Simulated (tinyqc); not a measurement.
From results back to parameters: Slater-Koster d bands of a bcc metal. Three cases, with inputs chosen for the exercise.

Problem. In a bcc d band E(t2g) = +/-((8/3) dds + (16/9) ddp + (32/9) ddd) + f2 (4 ddp + 2 ddd) and E(eg) = +/-((16/3) ddp + (8/3) ddd) + f2 (3 dds + 3 ddd), with + at Gamma and - at H = (1,0,0). ddd is given; the four levels come from hidden dds, ddp and f2.

Case 1.

Values chosen (out of a larger set: of the size met in Nb; not measured data): ddd = -0.117 eV (dd delta).

levels (eV): t2g Gamma -1.81865, eg Gamma 0.74017, t2g H 3.87379, eg H -4.88649

Case 2.

Values chosen (out of a larger set: of the size met in W; not measured data): ddd = -0.171 eV (dd delta).

levels (eV): t2g Gamma -1.46869, eg Gamma 1.89637, t2g H 4.29309, eg H -6.29029

Case 3.

Values chosen (out of a larger set: of the size met in Ta; not measured data): ddd = -0.13 eV (dd delta).

levels (eV): t2g Gamma -1.66862, eg Gamma 2.20824, t2g H 4.03982, eg H -5.89842

Find: f2; dds, ddp.

Solution. Half differences between Gamma and H give the first-neighbour parts and half sums the second. The eg half difference gives ddp and the t2g one dds. Since 4 ddp + 2 ddd is 3/4 of (16/3) ddp + (8/3) ddd, f2 is 4/3 of the ratio of the t2g half sum to the eg half difference; the eg half sum then serves as a check. Without ddd these four levels would not fix the three integrals.

Case 1.

f2 = 0.487

dds, ddp (eV): -1.302  0.586

Case 2.

f2 = 0.460

dds, ddp (eV): -1.421  0.853

Case 3.

f2 = 0.390

dds, ddp (eV): -1.447  0.825

Computed by tinyqc, one run a case: `OMP_NUM_THREADS=1 python tinyqc.py N N+1 out.jsonl` with N = 1450003, 1450004, 1450078; one thread of a shared Intel(R) Xeon(R) Processor @ 2.30GHz, about 0.04 s a run at most.
